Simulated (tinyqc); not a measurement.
Metal-interlayer-semiconductor contact, depinning against tunnelling resistance: contact resistivity against the interlayer thickness.

Zero bias, n-type semiconductor. Gap states at the semiconductor surface thin out as exp(-be ti), which unpins the barrier; electrons must then cross the interlayer (a rectangular barrier, no voltage drop across it) and the parabolic depleted layer, both by WKB. Energies E are counted from the Fermi level; no image force, parabolic bands.

S = 1/(1 + (1/S0 - 1) exp(-be ti)); phiB = S (phiM - chi) + (1 - S)(Eg - E0); xi = Ec - EF deep inside, from Nd = Nc F(-xi/Vt), F(x) = (2/sqrt(pi)) int_0^infinity sqrt(u) du/(1 + exp(u - x)); band bending U = phiB - xi; E00 = (hbar/2) sqrt(Nd/(eps0 eps_r mt m0)) in volts; A = 4 pi q mA m0 kB^2/h^3. With U = phiB - xi: for xi < E < phiB, y = (E - xi)/U and G1 = (U/E00) [sqrt(1 - y) - y ln((1 + sqrt(1 - y))/sqrt(y))], G1 = 0 above phiB; G2 = 2 ti sqrt(mi max(phiB + dE - E, 0)/C), C = hbar^2/(2 m0); f = 1/(1 + exp(E/Vt)); 1/rho_c = (A T^2/Vt^2) times the integral of exp(-G1 - G2) f over E from xi upwards. Shares under 0.001 % are printed as 0; rows without band bending are left out.

Inputs (values chosen for the exercise); semiconductor values close to those of silicon; interlayer mass of the order of that in zinc oxide, offset chosen freely:
- T = 300 K (temperature)
- Eg = 1.08 eV (band gap)
- eps_r = 11.3 (relative permittivity)
- chi = 4.06 eV (electron affinity)
- Nc = 2.8e19 cm^-3 (conduction-band density of states at T)
- mt = 0.193 m0 (tunnelling mass in the semiconductor)
- mA = 2.06 m0 (Richardson mass)
- Nd = 9.9e19 cm^-3 (donor density)
- E0 = 0.36 eV (charge-neutrality level above the valence band)
- S0 = 0.28 (pinning factor without interlayer)
- phiM = 4.55 eV (metal work function)
- dE = 0.02 eV (conduction-band offset of the interlayer above the semiconductor)
- mi = 0.29 m0 (tunnelling mass in the interlayer)
- be = 4.2 1/nm (decay constant of gap states through the interlayer)

Constants: q = 1.602176634e-19 C, kB = 1.380649e-23 J/K, eps0 = 8.8541878128e-12 F/m, hbar = 1.054571817e-34 J s, h = 6.62607015e-34 J s, m0 = 9.1093837015e-31 kg, Vt = kB T/q, hbar^2/(2 m0) = 0.0380998212 eV nm^2. Results are converted to the units shown.

The same in every row: E00/Vt = 4.84.

Contact resistivity against the interlayer thickness:
```
ti (nm)	S	phiB (eV)	rho_c (ohm cm^2)	rho_c with G2 = 0 (ohm cm^2)	peak of the integrand (eV)	share above phiB (%)
0	0.280	0.656	4.89e-8	4.89e-8	-0.00971	0
0.2	0.474	0.611	8.32e-8	3.49e-8	-0.00875	0
0.4	0.676	0.565	1.31e-7	2.46e-8	-0.00774	0
0.6	0.829	0.529	2.14e-7	1.89e-8	-0.00650	0
0.8	0.918	0.509	3.87e-7	1.62e-8	-0.00503	0
1	0.963	0.499	7.60e-7	1.50e-8	-0.00340	0
1.2	0.984	0.494	1.57e-6	1.45e-8	-0.00169	0
1.4	0.993	0.492	3.31e-6	1.42e-8	6.04e-5	0.00112
1.6	0.997	0.491	7.06e-6	1.41e-8	0.00184	0.00240
```

As ti goes from 0 to 1.6, phiB falls from 0.656 to 0.491 eV and rho_c rises from 4.89e-8 to 7.06e-6 ohm cm^2. No thickness listed beats the bare contact: tunnelling through the layer costs more than the change of the barrier gains. The ratio of rho_c to its value with G2 = 0 runs from 1.00 to 500.

Range of the model: The depletion charge would drop about 0.24 V across such an interlayer (eps_r near 8.5) at ti = 0.4 nm and Nd = 9.9e19 cm^-3, against a band bending of 0.63 V; this model leaves that drop out.

Numbers from tinyqc (`OMP_NUM_THREADS=1 python tinyqc.py 2270077 2270078 out.jsonl`; about 0.03 s on one thread of a shared Intel Xeon 2.30GHz).
